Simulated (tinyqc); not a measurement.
Admittance spectroscopy and thermally stimulated current of one trap level in a depletion layer: one step, computed by the program tinyqc. Command: `OMP_NUM_THREADS=1 python tinyqc.py 3113807 3113808 out.jsonl admit walk`. One thread of a shared host (Intel(R) Xeon(R) Processor @ 2.30GHz), about 0.01 s of CPU time with the checks.

A Schottky junction on n-type material holds one donor-like electron trap; shallow donors are fully ionised and abrupt depletion edges are assumed.

Problem. Temperature of the peak. N_c = 2 (2 pi m k_B T/h^2)^(3/2), v_th = sqrt(3 k_B T/m), emission rate e_n = sigma v_th N_c exp(-E_t/(k_B T)). Where the level crosses the Fermi level capture equals emission, so the trap follows the signal with the rate 2 e_n; G/omega peaks at omega = 2 e_n (the correction for large N_t/N is left out). Solve 2 e_n(T_p) = 2 pi f.

Inputs (values chosen for the exercise, modelled on n-type GaN):
```
quantity                         value    unit
density-of-states mass m         0.198     m_0
shallow doping N               2.5e+16  1/cm^3
trap depth E_t below the band    0.535      eV
capture cross section sigma    2.2e-15    cm^2
test frequency f                   700      Hz
```

Constants: k_B = 1.380649e-23 J/K; m_0 = 9.1093837015e-31 kg; h = 6.62607015e-34 J s; k_B = 8.617333262e-05 eV/K.

Give: peak temperature T_p; N_c at T_p; e_n at T_p; E_c - E_F = k_B T_p ln(N_c/N).

Solution.

peak temperature T_p = 342.2 K

N_c at T_p = 2.694e+18 1/cm^3

e_n at T_p = 2199 1/s

E_c - E_F = k_B T_p ln(N_c/N) = 0.1380 eV
